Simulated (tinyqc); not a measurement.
Deep-level transient spectroscopy (DLTS) of one majority-carrier trap: one step, computed by the program tinyqc.

A filling pulse loads the traps in a one-sided junction; under reverse bias they empty at the rate e, and the capacitance relaxes as C(t) = C_0 - dC exp(-e t). The signal is S = [C(t_2) - C(t_1)]/dC.

Problem. Emission rate at T. e = g sigma v N_b exp(-E/k_B T), v = sqrt(3 k_B T/m), N_b = 2 M (2 pi m k_B T/h^2)^(3/2), sigma = sigma_0, E = E_t - dE with the one-dimensional Poole-Frenkel lowering dE = sqrt(e^3 F/(pi eps eps_0)), F being held as an input apart from the bias (the centre is charged when empty).

Inputs (values chosen for the exercise, with mass and screening modelled on silicon):
```
quantity                    value  unit
density-of-states mass m    0.783   m_0
valleys M                       1     -
trap depth E_t              0.342    eV
cross-section sigma_0     1.1e-17  cm^2
degeneracy ratio g              2     -
temperature T                 169     K
dielectric constant eps      11.9     -
mean field F                87000  V/cm
```

Carriers: holes. Extra term: Poole-Frenkel lowering.

Constants: k_B = 8.617333262e-05 eV/K; k_B = 1.380649e-23 J/K; m_0 = 9.1093837015e-31 kg; h = 6.62607015e-34 J s; e = 1.602176634e-19 C; eps_0 = 8.8541878128e-12 F/m.

Give: thermal velocity v; N_b; sigma; E; emission rate e.

Solution.

thermal velocity v = 9.906e+06 cm/s

N_b = 7.351e+18 cm^-3

sigma = 1.10e-17 cm^2

E = 0.2771 eV

emission rate e = 8.730 1/s
